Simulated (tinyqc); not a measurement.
Inside a calculation. Method: CCSD on RHF in the sto-6g basis, for H6, spin multiplicity 1. One step of it, computed by the program tinyqc.

Task: Iteration 8 (converged): orbitals. Diagonalise F' = X^T F X, C = X C', fill 3 alpha and 3 beta electrons from the bottom; D = 2 C_occ C_occ^T. Each column has its largest component positive (the first on a tie).

converged F (hartree), lower triangle:
```
,1H 1s,2H 1s,3H 1s,4H 1s,5H 1s,6H 1s
1H 1s,-0.299093
2H 1s,-0.534715,-0.390628
3H 1s,-0.173579,-0.396982,-0.398651
4H 1s,-0.022598,-0.173424,-0.545765,-0.398651
5H 1s,-0.001989,-0.030577,-0.173424,-0.396982,-0.390628
6H 1s,-0.007252,-0.001989,-0.022598,-0.173579,-0.534715,-0.299093
```

X, lower triangle:
```
,1H 1s,2H 1s,3H 1s,4H 1s,5H 1s,6H 1s
1H 1s,1.170634
2H 1s,-0.398039,1.309611
3H 1s,0.071930,-0.363752,1.322452
4H 1s,-0.018370,0.079421,-0.439208,1.322452
5H 1s,0.003981,-0.015425,0.079421,-0.363752,1.309611
6H 1s,-0.000993,0.003981,-0.018370,0.071930,-0.398039,1.170634
```

Give: F' = X^T F X; orbital energies; coefficients C; D after iteration 8.

Result:

F' = X^T F X (hartree), lower triangle:
```
,1,2,3,4,5,6
1,0.0178
2,-0.5660,0.1099
3,0.0807,-0.4149,0.1199
4,0.0020,0.0893,-0.6073,0.1199
5,0.0065,-0.0160,0.0893,-0.4149,0.1099
6,-0.0107,0.0065,0.0020,0.0807,-0.5660,0.0178
```

orbital energies (hartree): MO1 -0.6943, MO2 -0.5672, MO3 -0.3794, MO4 0.3058, MO5 0.6871, MO6 1.1430

coefficients C:
```
,MO1,MO2,MO3,MO4,MO5,MO6
1H 1s,0.1705,0.3554,-0.4361,0.6340,-0.7374,0.4929
2H 1s,0.2657,0.4092,-0.2826,-0.3822,0.8972,-0.8622
3H 1s,0.3640,0.1152,0.4393,-0.5965,-0.3262,1.1335
4H 1s,0.3640,-0.1152,0.4393,0.5965,-0.3262,-1.1335
5H 1s,0.2657,-0.4092,-0.2826,0.3822,0.8972,0.8622
6H 1s,0.1705,-0.3554,-0.4361,-0.6340,-0.7374,-0.4929
```

D after iteration 8, lower triangle:
```
,1H 1s,2H 1s,3H 1s,4H 1s,5H 1s,6H 1s
1H 1s,0.6912
2H 1s,0.6281,0.6359
3H 1s,-0.1772,0.0394,0.6776
4H 1s,-0.3410,-0.1492,0.6245,0.6776
5H 1s,0.0463,-0.0339,-0.1492,0.0394,0.6359
6H 1s,0.1860,0.0463,-0.3410,-0.1772,0.6281,0.6912
```
